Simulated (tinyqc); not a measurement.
Weaire-Thorpe hybrids on a Bethe lattice: gap and dangling bond of an amorphous tetrahedral solid, step by step. Values are carried at full precision from step to step, so a last printed digit may differ when a step is redone from the rounded ones.

Four sp3 hybrids an atom at energy 0, coupled by -V1 on the atom and by -V2 along a bond; the bonds form a tree (no rings). For any network the gap runs at least from -V2 + V1 to V2 - 3 V1, and p-like states pile up at -V2 + V1 and V2 + V1. On the tree the gap is wider: it ends at Ec = -V1 + sqrt(V2^2 + 4 V1^2 - 2 sqrt3 V1 V2), which makes it well wider than the gaps of the real glasses. A branch seen from a hybrid has the self-energy S = V2^2 g, where g is the Green function of the hybrid across the bond, whose three partners carry S themselves. With a = z - V1, b = a - S: g = 1/(a + V1 b/(b + 3 V1)), z = E + i eta. A full atom has G = (1/b)(b + 3 V1)/(b + 4 V1) per hybrid; a dangling hybrid with shift dh has G = 1/(1/g - dh).

Inputs chosen for the exercise (of the size of tabulated hybrid energies for amorphous silicon; not measured data):
```
symbol  value  unit  meaning
V1      1.78   eV    coupling of two hybrids on one atom
V2      4.45   eV    coupling of the two hybrids of a bond
E       0.45   eV    energy
eta     0.05   eV    broadening
dh      -0.7   eV    shift of the dangling hybrid (rehybridisation)
```

## Edges

Bounds -V2 + V1 and V2 - 3 V1. On the tree the s-like bands are narrower: E = -V1 -/+ sqrt(V2^2 + 4 V1^2 + V1 V2 e) with e from -2 sqrt3 to 2 sqrt3 (for a crystal, -4 to 4), so the conduction edge is -V1 + sqrt(V2^2 + 4 V1^2 - 2 sqrt3 V1 V2).

edges (eV): Ev -2.6700, Ec(bound) -0.8900, Ec(tree) 0.4643

gaps (eV): (bound, reached in the crystal) 1.7800, (tree) 3.1343

The gap needs no periodicity, only V2 > 2 V1 (here V2/V1 = 2.500); leaving out rings widens it by 1.354 eV. Two parameters give the trend, not the value.

## The self-energy at one energy

S = V2^2 g is a quadratic A S^2 + B S + C = 0 with A = a + V1, B = -(a (a + 4 V1) + V2^2), C = V2^2 (a + 3 V1), a = z - V1. Of the two roots take the one with Im S < 0 (if both qualify, the decaying one, with the smaller |V1 V2 g/(b + 3 V1)|).

A, B, C: 0.4500+0.0500i  -12.0993-0.2230i  79.4080+0.9901i

roots (eV): 10.4259+1.4698i  16.1880-3.9313i

S = 16.1880-3.9313i eV

## Densities at that energy

With z = E + i eta, b = z - V1 - S: full atom G = (b + 3 V1)/(b (b + 4 V1)); g = S/V2^2; dangling hybrid 1/(1/g - dh); densities -Im G/pi.

G (1/eV): (bulk) -0.0617-0.0173i, (dangling with dh = 0) 0.8175-0.1985i, (dangling with dh) 0.5270-0.0797i
densities (1/eV): (bulk) 0.0055, (dangling with dh = 0) 0.0632, (dangling with dh) 0.0254

## The dangling-bond level

For eta = 0 the level solves 1/g(E) = dh inside the gap (bisection); its weight on the dangling hybrid is 1/(d(1/g)/dE), by central differences with step 1e-5 eV.

level = -0.3978 eV
above Ev = 2.2722 eV
weight on the dangling hybrid = 0.606

The level lies at 72 % of the gap of the tree; 39 % of it spreads over the back bonds.

## Checks

- Conduction edge from the formula against the zero of the discriminant: both 0.464315.
- S from the quadratic against damped iteration of S = V2^2 g: both 16.18798.

(tinyqc, `OMP_NUM_THREADS=1 python tinyqc.py 1451240 1451241 out.jsonl`, Intel(R) Xeon(R) Processor @ 2.30GHz, 1 thread, shared host, about 0.02 s.)
